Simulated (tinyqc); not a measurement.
Worked calculation: plane-wave Kohn-Sham cycle with exchange-only LDA in a layered model solid. One step of it, computed by the program tinyqc.

Question. Iteration 2: Hamiltonian at one k. H(m,m') = (k + G_m)^2/2 delta + V(G_m - G_m'), with V(-G) = V(G).

A solid whose potential varies along x alone (atomic units):

| parameter | value |
|---|---|
| period a | 8.500000 |
| cross-section of the cell | 16.000000 |
| electrons per cell | 2 |
| grid points | 16 |
| plane waves -n..n, n | 3 |
| k points | 2 |
| V1 in V1 cos(2 pi x/a) | -0.480000 |

V(G_m), m = 0, 1, 2, ... (hartree): -0.240938  -0.221049  0.000282  -0.000202  -0.000021  0.000005  0.000002

k = 0.250000 2 pi / a

Give: H.

Answer.

H (hartree):
```
        -3      -2      -1      +0      +1      +2      +3
-3   1.825  -0.221   0.000   0.000   0.000   0.000   0.000
-2  -0.221   0.596  -0.221   0.000   0.000   0.000   0.000
-1   0.000  -0.221  -0.087  -0.221   0.000   0.000   0.000
+0   0.000   0.000  -0.221  -0.224  -0.221   0.000   0.000
+1   0.000   0.000   0.000  -0.221   0.186  -0.221   0.000
+2   0.000   0.000   0.000   0.000  -0.221   1.142  -0.221
+3   0.000   0.000   0.000   0.000   0.000  -0.221   2.645
```
